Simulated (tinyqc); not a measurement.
Worked calculation: G0W0 on RHF in the sto-3g basis, for H6, spin multiplicity 1. One step of it, computed by the program tinyqc.

Task: Integrals over molecular orbitals. (pq|rs) = sum C_ip C_jq C_kr C_ls (ij|kl), one index at a time.

coefficients C:
```
            MO1        MO2        MO3        MO4        MO5        MO6
1H 1s  0.191728   0.367625  -0.388852  -0.644380  -0.809598   0.547086
2H 1s  0.260011   0.399286  -0.289636   0.446373   0.909383  -0.828304
3H 1s  0.363395   0.078989   0.430919   0.663864  -0.248373   1.121661
4H 1s  0.363395  -0.078989   0.430919  -0.663864  -0.248373  -1.121661
5H 1s  0.260011  -0.399286  -0.289636  -0.446373   0.909383   0.828304
6H 1s  0.191728  -0.367625  -0.388852   0.644380  -0.809598  -0.547086
```

core Hamiltonian H = T + V (hartree), lower triangle:
```
           1H 1s      2H 1s      3H 1s      4H 1s      5H 1s      6H 1s
1H 1s  -1.787295
2H 1s  -1.413173  -2.090366
3H 1s  -0.308798  -0.967799  -2.246619
4H 1s  -0.077835  -0.321645  -1.591952  -2.246619
5H 1s  -0.005719  -0.035276  -0.321645  -0.967799  -2.090366
6H 1s  -0.000713  -0.005719  -0.077835  -0.308798  -1.413173  -1.787295
```

Two-electron integrals (ij|kl) in chemists' order, unique and non-zero (hartree):
```
(11|11) 0.774606   (21|11) 0.413713   (21|21) 0.262569   (22|11) 0.549504
(22|21) 0.413713   (22|22) 0.774606   (31|11) 0.057353   (31|21) 0.040243
(31|22) 0.071777   (31|31) 0.007690   (32|11) 0.146671   (32|21) 0.114755
(32|22) 0.230053   (32|31) 0.025592   (32|32) 0.093609   (33|11) 0.265506
(33|21) 0.206253   (33|22) 0.420366   (33|31) 0.057353   (33|32) 0.230053
(33|33) 0.774606   (41|11) 0.010898   (41|21) 0.007951   (41|22) 0.014748
(41|31) 0.001668   (41|32) 0.005833   (41|33) 0.014751   (41|41) 0.000384
(42|11) 0.037246   (42|21) 0.028787   (42|22) 0.057245   (42|31) 0.006831
(42|32) 0.025546   (42|33) 0.071654   (42|41) 0.001665   (42|42) 0.007664
(43|11) 0.138991   (43|21) 0.104599   (43|22) 0.205983   (43|31) 0.028803
(43|32) 0.114601   (43|33) 0.413161   (43|41) 0.007944   (43|42) 0.040130
(43|43) 0.261960   (44|11) 0.190187   (44|21) 0.139105   (44|22) 0.265376
(44|31) 0.037296   (44|32) 0.146583   (44|33) 0.549136   (44|41) 0.010898
(44|42) 0.057245   (44|43) 0.413161   (44|44) 0.774606   (51|11) 0.000518
(51|21) 0.000390   (51|22) 0.000758   (51|31) 0.000094   (51|32) 0.000352
(51|33) 0.001028   (51|41) 0.000024   (51|42) 0.000110   (51|43) 0.000599
(51|44) 0.000888   (51|51) 1.62e-06   (52|11) 0.002873   (52|21) 0.002166
(52|22) 0.004243   (52|31) 0.000548   (52|32) 0.002096   (52|33) 0.006545
(52|41) 0.000143   (52|42) 0.000692   (52|43) 0.004088   (52|44) 0.006545
(52|51) 0.000010   (52|52) 0.000071   (53|11) 0.022060   (53|21) 0.016058
(53|22) 0.030469   (53|31) 0.004201   (53|32) 0.016255   (53|33) 0.057245
(53|41) 0.001175   (53|42) 0.005975   (53|43) 0.040130   (53|44) 0.071654
(53|51) 0.000094   (53|52) 0.000692   (53|53) 0.007664   (54|11) 0.061727
(54|21) 0.043889   (54|22) 0.081035   (54|31) 0.011042   (54|32) 0.041858
(54|33) 0.146583   (54|41) 0.003148   (54|42) 0.016255   (54|43) 0.114601
(54|44) 0.230053   (54|51) 0.000267   (54|52) 0.002096   (54|53) 0.025546
(54|54) 0.093609   (55|11) 0.133193   (55|21) 0.092584   (55|22) 0.166508
(55|31) 0.022092   (55|32) 0.081035   (55|33) 0.265376   (55|41) 0.006076
(55|42) 0.030469   (55|43) 0.205983   (55|44) 0.420366   (55|51) 0.000518
(55|52) 0.004243   (55|53) 0.057245   (55|54) 0.230053   (55|55) 0.774606
(61|11) 0.000048   (61|21) 0.000036   (61|22) 0.000070   (61|31) 0.000009
(61|32) 0.000035   (61|33) 0.000113   (61|41) 2.45e-06   (61|42) 0.000012
(61|43) 0.000071   (61|44) 0.000113   (61|51) 1.81e-07   (61|52) 1.22e-06
(61|53) 0.000012   (61|54) 0.000035   (61|55) 0.000070   (61|61) 2.13e-08
(62|11) 0.000368   (62|21) 0.000271   (62|22) 0.000518   (62|31) 0.000070
(62|32) 0.000267   (62|33) 0.000888   (62|41) 0.000019   (62|42) 0.000094
(62|43) 0.000599   (62|44) 0.001028   (62|51) 1.47e-06   (62|52) 0.000010
(62|53) 0.000110   (62|54) 0.000352   (62|55) 0.000758   (62|61) 1.81e-07
(62|62) 1.62e-06   (63|11) 0.004579   (63|21) 0.003271   (63|22) 0.006076
(63|31) 0.000829   (63|32) 0.003148   (63|33) 0.010898   (63|41) 0.000232
(63|42) 0.001175   (63|43) 0.007944   (63|44) 0.014751   (63|51) 0.000019
(63|52) 0.000143   (63|53) 0.001665   (63|54) 0.005833   (63|55) 0.014748
(63|61) 2.45e-06   (63|62) 0.000024   (63|63) 0.000384   (64|11) 0.017310
(64|21) 0.012147   (64|22) 0.022092   (64|31) 0.002967   (64|32) 0.011042
(64|33) 0.037296   (64|41) 0.000829   (64|42) 0.004201   (64|43) 0.028803
(64|44) 0.057353   (64|51) 0.000070   (64|52) 0.000548   (64|53) 0.006831
(64|54) 0.025592   (64|55) 0.071777   (64|61) 0.000009   (64|62) 0.000094
(64|63) 0.001668   (64|64) 0.007690   (65|11) 0.075682   (65|21) 0.052075
(65|22) 0.092584   (65|31) 0.012147   (65|32) 0.043889   (65|33) 0.139105
(65|41) 0.003271   (65|42) 0.016058   (65|43) 0.104599   (65|44) 0.206253
(65|51) 0.000271   (65|52) 0.002166   (65|53) 0.028787   (65|54) 0.114755
(65|55) 0.413713   (65|61) 0.000036   (65|62) 0.000390   (65|63) 0.007951
(65|64) 0.040243   (65|65) 0.262569   (66|11) 0.110985   (66|21) 0.075682
(66|22) 0.133193   (66|31) 0.017310   (66|32) 0.061727   (66|33) 0.190187
(66|41) 0.004579   (66|42) 0.022060   (66|43) 0.138991   (66|44) 0.265506
(66|51) 0.000368   (66|52) 0.002873   (66|53) 0.037246   (66|54) 0.146671
(66|55) 0.549504   (66|61) 0.000048   (66|62) 0.000518   (66|63) 0.010898
(66|64) 0.057353   (66|65) 0.413713   (66|66) 0.774606
```

Give: one-electron integrals over orbitals h = C^T H C; Two-electron integrals over orbitals.

Result:

one-electron integrals over orbitals h = C^T H C (hartree), lower triangle:
```
        1       2       3       4       5       6
1  -2.311
2   0.000  -2.081
3  -0.143   0.000  -2.059
4   0.000  -0.170   0.000  -1.631
5  -0.076   0.000   0.153   0.000  -1.301
6   0.000   0.062   0.000  -0.156   0.000  -1.151
```

Two-electron integrals over orbitals (pq|rs), unique and non-zero (hartree):
```
(11|11) 0.423       (21|21) 0.130       (22|11) 0.336       (22|22) 0.396
(31|11) 0.083       (31|22) -0.055      (31|31) 0.129       (32|21) -0.125
(32|32) 0.144       (33|11) 0.395       (33|22) 0.353       (33|31) 0.044
(33|33) 0.396       (41|21) 0.037       (41|32) 3.86e-03    (41|41) 0.080
(42|11) 0.058       (42|22) -2.29e-03   (42|31) 0.051       (42|33) 0.015
(42|42) 0.071       (43|21) 0.063       (43|32) -0.062      (43|41) 0.015
(43|43) 0.076       (44|11) 0.393       (44|22) 0.353       (44|31) 0.040
(44|33) 0.383       (44|42) 0.025       (44|44) 0.398       (51|11) 0.008
(51|22) 0.028       (51|31) -0.024      (51|33) -0.010      (51|42) 0.038
(51|44) 6.82e-04    (51|51) 0.048       (52|21) 0.023       (52|32) 4.04e-03
(52|41) 0.055       (52|43) -0.037      (52|52) 0.087       (53|11) -0.067
(53|22) -3.89e-03   (53|31) -0.055      (53|33) -0.031      (53|42) -0.067
(53|44) -0.026      (53|51) -0.032      (53|53) 0.073       (54|21) 0.126
(54|32) -0.138      (54|41) 0.006       (54|43) 0.064       (54|52) -9.38e-04
(54|54) 0.148       (55|11) 0.352       (55|22) 0.400       (55|31) -0.043
(55|33) 0.365       (55|42) 3.65e-03    (55|44) 0.375       (55|51) 0.028
(55|53) -0.008      (55|55) 0.425       (61|21) 1.78e-03    (61|32) 0.014
(61|41) 0.029       (61|43) 0.049       (61|52) -0.030      (61|54) -0.011
(61|61) 0.066       (62|11) -0.015      (62|22) -0.033      (62|31) 0.021
(62|33) -1.95e-03   (62|42) -0.034      (62|44) -1.37e-04   (62|51) -0.044
(62|53) 0.036       (62|55) -0.032      (62|62) 0.046       (63|21) 0.041
(63|32) -0.006      (63|41) 0.077       (63|43) 0.018       (63|52) 0.055
(63|54) 0.005       (63|61) 0.029       (63|63) 0.083       (64|11) 0.084
(64|22) -0.046      (64|31) 0.122       (64|33) 0.046       (64|42) 0.052
(64|44) 0.045       (64|51) -0.020      (64|53) -0.056      (64|55) -0.046
(64|62) 0.020       (64|64) 0.132       (65|21) -0.132      (65|32) 0.129
(65|41) -0.038      (65|43) -0.066      (65|52) -0.024      (65|54) -0.135
(65|61) -3.06e-03   (65|63) -0.046      (65|65) 0.148       (66|11) 0.453
(66|22) 0.359       (66|31) 0.091       (66|33) 0.425       (66|42) 0.065
(66|44) 0.431       (66|51) 0.010       (66|53) -0.077      (66|55) 0.387
(66|62) -0.017      (66|64) 0.100       (66|66) 0.513
```
